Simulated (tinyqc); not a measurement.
Worked calculation: MP2 on RHF in the 3-21g basis, for He, spin multiplicity 1. One step of it, computed by the program tinyqc.

Question. Second-order Moller-Plesset energy. E2 = sum_ijab (ia|jb) [2 (ia|jb) - (ib|ja)] / (e_i + e_j - e_a - e_b) over occupied i, j and virtual a, b; the opposite-spin part is (ia|jb)^2 / denominator, the rest is same-spin, and SCS-MP2 scales them by 6/5 and 1/3.

orbital energies (hartree): MO1 -0.903572, MO2 2.081703

Two-electron integrals over orbitals (pq|rs), unique and non-zero (hartree):
```
(11|11) 1.028537   (21|11) 0.319236   (21|21) 0.261994   (22|11) 0.982016
(22|21) 0.343809   (22|22) 0.998335
```

Hartree-Fock energy = -2.83567987 hartree

Give: Terms; Pair energies; MP2 correlation energy; SCS-MP2 correlation energy; MP2 total energy.

Answer.

Terms:
```
i  j  a  b  (ia|jb)  (ib|ja)  denominator    term
1  1  2  2    0.262    0.262       -5.971  -0.011
```

Pair energies (hartree; pair i-j sums ij and ji):
```
pair  opposite spin  same spin
1-1          -0.011      0.000
```

MP2 correlation energy = -0.01150 hartree

SCS-MP2 correlation energy = -0.01380 hartree

MP2 total energy = -2.84718 hartree
